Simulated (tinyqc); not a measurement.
# Admittance spectroscopy of a deep trap: what changes with what

Schottky contact on an n-type layer with shallow donors Nd (all ionised) and a donor-like deep trap, neutral when filled and positive when empty; depletion approximation. Traps within lam of the depletion edge stay filled. The traps at xt = W - lam, where the level crosses the Fermi level, follow a slow signal and not a fast one. w = 2 pi f.

Parameters, values chosen for the exercise; material values close to those of silicon: relative permittivity eps_r = 11.9; conduction-band density of states at 300 K Nc = 2.85e19 cm^-3; thermal velocity at 300 K vth = 2.3e7 cm/s; shallow donor density Nd = 3.1e15 cm^-3; built-in voltage Vbi = 0.64 V; depth of the trap below the conduction edge Et = 0.43 eV; capture cross-section sn = 1.1e-17 cm^2; trap density Nt = 1.2e15 cm^-3; reverse bias Vr = 0 V; temperature T = 472 K.

Constants: q = 1.602176634e-19 C, kB = 1.380649e-23 J/K, eps0 = 8.8541878128e-14 F/cm where lengths are in cm. Results are converted to the units shown.

Each table varies one quantity; the others keep the values above.

## Effect of the trap density

Emission rate en = sn vth(T) Nc(T) exp(-Et/kB T) = sn g T^2 exp(-Et/kB T), g = vth Nc/(300 K)^2, as vth goes as T^0.5 and Nc as T^1.5 (degeneracy factor 1). lam = sqrt(2 eps0 eps_r (EF - ET)/(q Nd)), EF - ET = Et - (kB T/q) ln(Nc(T)/Nd), Nc(T) = Nc (T/300 K)^1.5. In the steady state at the band bending V, 2 eps0 eps_r V/q = Nd W^2 + Nt (W - lam)^2 (the second term only if W > lam). V = Vbi + Vr. C_HF = eps0 eps_r/W, C_LF = eps0 eps_r (Nd + Nt)/(Nd W + Nt xt). Inflection frequency w0 = 2 en [1 + Nt xt/(Nd W)]; C = C_HF + (C_LF - C_HF)/(1 + (w/w0)^2), G/w = (C_LF - C_HF)(w/w0)/(1 + (w/w0)^2).

Effect of the trap density:
```
Nt (cm^-3)	W (nm)	step (% of C_HF)	w0/(2 en)
8e13	517.1	0.5625	1.020
1.8e14	512.2	1.247	1.045
4e14	502.2	2.687	1.099
8.9e14	482.5	5.614	1.219
2e15	447.5	11.20	1.479
4.5e15	396.0	20.75	2.030
1e16	336.5	35.28	3.124
```

What does the comparison show?

The step rises from 0.562 to 35.3 %, as Nt^(0.98) between the first two rows and Nt^(0.66) between the last two, and w0/(2 en) rises from 1.02 to 3.12: for Nt near Nd the rule w0 = 2 en overstates the cross-section by that factor.

## Effect of the bias

Same model as above.

V = Vbi + Vr.

Effect of the bias:
```
Vr (V)	W (nm)	xt/W	C_HF (nF/cm^2)	step (nF/cm^2)	step (% of C_HF)
0	471.52	0.75618	22.346	1.6315	7.3009
0.9	716.47	0.83954	14.706	0.68939	4.6878
1.7	876.53	0.86884	12.021	0.45670	3.7993
2.6	1026.3	0.88798	10.267	0.33132	3.2271
3.4	1142.5	0.89938	9.2221	0.26644	2.8892
4.3	1260.2	0.90878	8.3607	0.21840	2.6123
5.1	1356.1	0.91523	7.7696	0.18826	2.4231
6	1456.3	0.92106	7.2352	0.16298	2.2527
```

xt/W rises from 0.756 to 0.921 since lam stays at 115 nm, and the relative step falls from 7.30 to 2.25 %: the nearer xt lies to W in proportion, the less the traps add.

tinyqc, about 0.01 s, one thread, Intel Xeon 2.30GHz (shared host): `OMP_NUM_THREADS=1 python tinyqc.py 2050095 2050096 out.jsonl`
